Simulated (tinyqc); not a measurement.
## Level and width from two currents at zero temperature

Inverse problem. In a resonant-tunnelling diode at zero temperature a sharp resonance at Er = E0 - alpha V between the emitter band edge and Ef carries J = K (pi/2) G Tp (Ef - Er), K = q^3 mw m0/(2 pi^2 hbar^3) (times 1e-4 for A/cm^2 per eV^2), with G its full width and Tp its peak transmission, G Tp taken as constant, and no back flow. Find G Tp and E0.

Inputs (values chosen for the exercise); masses and offsets of a made-up heterostructure:

| symbol | value | unit | meaning |
|---|---|---|---|
| mw | 0.045 | m0 | mass in the well, spacer and contacts |
| Ef | 0.032 | eV | Fermi energy of both contacts above their band edges |
| alpha | 0.5 |  | share of the bias at the well |

Constants: q = 1.602176634e-19 C, hbar = 1.054571817e-34 J s, m0 = 9.1093837015e-31 kg. Results are converted to the units shown.

J at V = 0.036 and 0.081 V (kA/cm^2): 5.7138632  34.283179

Solution. J is linear in V: the slope gives G Tp, and the onset V0, where the line meets zero, gives E0 = Ef + alpha V0.

G Tp = 1.110 meV
E0 = 0.04550 eV

tinyqc, about 0.07 s, one thread, Intel Xeon 2.30GHz (shared host): `OMP_NUM_THREADS=1 python tinyqc.py 2600035 2600036 out.jsonl`
